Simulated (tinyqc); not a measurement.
Pressure series at fixed power: global model of a low-pressure process discharge: electron temperature, density, ion flux and ion energy. Computed by tinyqc, a small Python program. Command: `OMP_NUM_THREADS=1 python tinyqc.py 3114283 3114284 out.jsonl plasma walk`. One thread of a shared host (Intel(R) Xeon(R) Processor @ 2.30GHz), about 0.01 s of CPU time with the checks.

Maxwellian electrons with temperature T_e in eV, one positive ion, no negative ions, uniform bulk density n; rate constants have the Arrhenius form.

Inputs (values chosen for the exercise, of the order of those of an inductive discharge in a simple atomic gas):
```
quantity,value,unit
ion mass M,40,u
ionisation prefactor K0,5.2e-14,m^3/s
ionisation energy E_iz,15.3,eV
excitation prefactor X0,2.6e-14,m^3/s
excitation energy E_ex,11.2,eV
elastic rate constant K_el,1.9e-13,m^3/s
ion-neutral cross section,8.3e-19,m^2
gas temperature T_g,300,K
radius R,18,cm
height L,12,cm
absorbed power P,890,W
```

Constants: k_B = 1.380649e-23 J/K; e = 1.602176634e-19 C; u = 1.6605390666e-27 kg; m_0 = 9.1093837015e-31 kg.

Method:
- n_g = p/(k_B T_g), lambda_i = 1/(n_g sigma), K_iz = K0 exp(-E_iz/T_e), h_L = 0.86/sqrt(3 + L/(2 lambda_i)), h_R = 0.8/sqrt(4 + R/lambda_i), A_eff = 2 pi R^2 h_L + 2 pi R L h_R and d_eff = pi R^2 L/A_eff follow p.
- Particle balance: K0 exp(-E_iz/T_e) n_g d_eff = u_B, u_B = sqrt(e T_e/M).
- E_c = E_iz + (X0 exp(-E_ex/T_e) E_ex + K_el (3 m_0/M) T_e)/K_iz; E_T = E_c + (5/2) T_e + (T_e/2) ln(M/(2 pi m_0)); n = P/(e u_B A_eff E_T); J = e h_L n u_B. Pressures without a root below 2 E_iz are left out.

Against pressure:
```
p (Pa),T_e (eV),E_c (eV),E_T (eV),n (1/cm^3),J (mA/cm^2)
0.1,4.1857,30.24,60.29,2.3240e+11,4.9635
0.2,3.3178,34.62,58.44,3.1189e+11,5.2295
0.5,2.5786,42.91,61.42,4.4523e+11,5.0966
1.0,2.1935,51.96,67.71,5.7234e+11,4.6800
2.0,1.9028,64.49,78.15,7.1958e+11,4.0844
5.0,1.6161,89.23,100.84,9.2901e+11,3.1812
10.0,1.4501,118.28,128.69,1.0757e+12,2.4971
20.0,1.3151,164.15,173.59,1.1781e+12,1.8528
```

What follows from these numbers?

T_e falls from 4.19 to 1.32 eV, n changes by a factor 5.1 and J by 0.37; in J = P h_L/(A_eff E_T), E_T changes by a factor 2.88 and is least at 0.2 Pa, between wall losses at high T_e and excitation losses at low T_e.

Extremes, crossings and ranges named in words are read from the listed rows.
